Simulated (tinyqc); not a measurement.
# Polarisation charge from two barrier thicknesses

Inverse problem. VT = phiB - dEc - q sigma d/(eps0 eps_r). Find sigma, phiB - dEc and the thickness at which VT = 0.

Parameters, values chosen for the exercise: relative permittivity of barrier and channel eps_r = 9.5.

Constants: q = 1.602176634e-19 C, eps0 = 8.8541878128e-14 F/cm where lengths are in cm. Results are converted to the units shown.

VT for d = 25 and 35 nm (V): [-7.0206239, -10.152033]

Solution. VT is linear in d.

sigma = 1.644e13 cm^-2
phiB - dEc = 0.8079 V
thickness for VT = 0 = 2.580 nm

Program tinyqc, `OMP_NUM_THREADS=1 python tinyqc.py 2570066 2570067 out.jsonl`; Intel Xeon 2.30GHz, shared host, one thread, about 0.02 s.
